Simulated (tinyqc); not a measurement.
Gate length: charge control and current of a heterostructure field-effect transistor. Computed by tinyqc, a small Python program. Command: `OMP_NUM_THREADS=1 python tinyqc.py 3004396 3004397 out.jsonl hemt walk`. One thread of a shared host (Intel(R) Xeon(R) Processor @ 2.30GHz), about 0.01 s of CPU time with the checks.

Two subbands in a triangular well; E_F is counted from the conduction band edge of the channel at the interface.

Inputs (values chosen for the exercise, modelled on AlGaN/GaN): channel mass m = 0.19 m_0; permittivity eps (barrier and channel) = 9.25; barrier thickness d = 30 nm; Schottky barrier phi_B = 1.1 eV; conduction band offset dE_c = 0.48 eV; polarisation charge sigma/e = 1.8e+13 1/cm^2; gate voltage V_G = 0 V; mobility mu = 1400 cm^2/(V s); saturation velocity v_s = 1.4 1e7 cm/s; gate length L = 150 nm; source resistance R_S = 0 ohm mm; temperature T = 400 K; mixing = 0.5; iteration cap = 200.

Charge source: polarisation. Velocity law: smooth.

Constants: e = 1.602176634e-19 C; eps_0 = 8.8541878128e-12 F/m; k_B = 8.617333262e-05 eV/K; hbar = 1.054571817e-34 J s; m_0 = 9.1093837015e-31 kg; k_B = 1.380649e-23 J/K.

Method:
- Threshold V_T = phi_B - dE_c - sigma d/(eps eps_0) (in volts); C_b = eps eps_0/d.
- Charge control: n_s = C_b (V_G - V_T - E_F/e)/e. Well: mean field F = e n_s/(2 eps eps_0), E_i = (hbar^2/2m)^(1/3) [(3 pi e F/2)(i + 3/4)]^(2/3), i = 0, 1; n_s = D k_B T sum_i ln(1 + exp((E_F - E_i)/k_B T)), D = m/(pi hbar^2), which is solved in closed form for E_F.
- Iteration from n_s = C_b (V_G - V_T)/(2e): E_F from n_s, n_out from the charge control, n_new = n_s + mixing (n_out - n_s), kept above n_s/10; stop when |n_out/n_s - 1| < 1e-9.
- C_g = e dn_s/dV_G = 1/(1/C_b + 1/C_q), 1/C_q = d(E_F/e)/d(e n_s) by a central difference of +/- 0.1 % in n_s; added distance dd = eps eps_0/C_q.
- With V = e n_s/C_g and V_c = v_s L/mu: for v = mu F/(1 + mu F/v_s), V_Dsat = V_c (sqrt(1 + 2V/V_c) - 1) and I/W = C_g v_s (V - V_Dsat); g_m = dI/dV; extrinsic g_m/(1 + g_m R_S); f_T = g_m/(2 pi C_g L).

sheet density n_s = 1.59346e+13 1/cm^2

gate capacitance C_g = 0.260112 microfarad/cm^2

V = 9.81501 V

Scaling; the last columns are v_s/(2 pi L) and mu V/(2 pi L^2):
```
L (nm)  I/W (mA/mm)  g_m (mS/mm)  extrinsic g_m (mS/mm)  f_T (GHz)  velocity limit (GHz)  mobility limit (GHz)
30           3305.5       349.93                 349.93     713.71                742.72            2.4299e+05
60           3200.2       344.05                 344.05     350.86                371.36            6.0749e+04
120          3057.3       335.77                 335.77     171.21                185.68            1.5187e+04
250          2853.4       323.32                 323.32      79.13                 89.13            3.4991e+03
500          2601.0       306.76                 306.76      37.54                 44.56            8.7478e+02
1000         2284.4       283.98                 283.98      17.38                 22.28            2.1870e+02
2000         1907.4       253.42                 253.42       7.75                 11.14            5.4674e+01
5000         1353.8       200.08                 200.08       2.45                  4.46            8.7478e+00
```

f_T scales as L^-1.02 at the short end and L^-1.26 at the long end; the two limits cross at L = mu V/v_s = 9820 nm. g_m tends to C_g v_s = 364 mS/mm. Fringe capacitances and short-channel effects, left out, lower f_T once L is below about ten barrier thicknesses. Caution: E_F lies above the conduction band minimum of the barrier, so electrons would spill into the barrier.

Extremes, crossings and ranges named in words are read from the listed rows.
